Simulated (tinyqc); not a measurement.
Electron mobility of a polar semiconductor by Rode's iterative solution of the Boltzmann equation: one step, computed by the program tinyqc.

The distribution is f(E) + e F l(E) (-df/dE) cos(theta) for a weak field F, theta counted from the force; l(E) is a mean free path. Elastic processes enter by their momentum rate, polar optical phonons by out- and in-scattering terms. One valley only: where upper valleys lie close, measured mobilities are lower. The density n is prescribed, even where a narrow-gap material would have more intrinsic carriers.

Question. Fermi level and screening. Parabolic band: E = hbar^2 k^2/(2 m), speed v = hbar k/m, states per spin, volume and energy g(E) = m k/(2 pi^2 hbar^2). Masses are multiplied by m_0 and all formulas are in SI units. The reduced Fermi level eta = E_F/(k_B T) solves n = 2 Z int g f dE with f = 1/(1 + exp(x - eta)) (Z = 1 unless valleys are given); screening length L_s = sqrt(eps_s eps_0 k_B T/(e^2 dn/deta)), dn/deta = 2 Z int g f (1 - f) dE. Integrals over x = E/(k_B T) use 160 Gauss-Legendre points in u = sqrt(x) from 0 to sqrt(max(eta, 0) + 32). N_I = n (1 + C)/(1 - C).

Inputs (values chosen for the exercise, modelled on CdTe):

| quantity | value | unit |
|---|---|---|
| effective mass m | 0.0953 | m_0 |
| static permittivity eps_s | 10.2 | - |
| electron density n | 1.6e+16 | 1/cm^3 |
| compensation ratio C | 0 | - |
| temperature T | 300 | K |

Band: parabolic. Elastic processes: acoustic, piezoelectric, impurity.

Constants: k_B = 8.617333262e-05 eV/K; m_0 = 9.1093837015e-31 kg; e = 1.602176634e-19 C; hbar = 1.054571817e-34 J s; eps_0 = 8.8541878128e-12 F/m; k_B = 1.380649e-23 J/K.

Give: reduced Fermi level eta; screening length L_s; ionised impurity density N_I.

Answer.

reduced Fermi level eta = -3.8241

screening length L_s = 30.294 nm

ionised impurity density N_I = 1.60e+16 1/cm^3
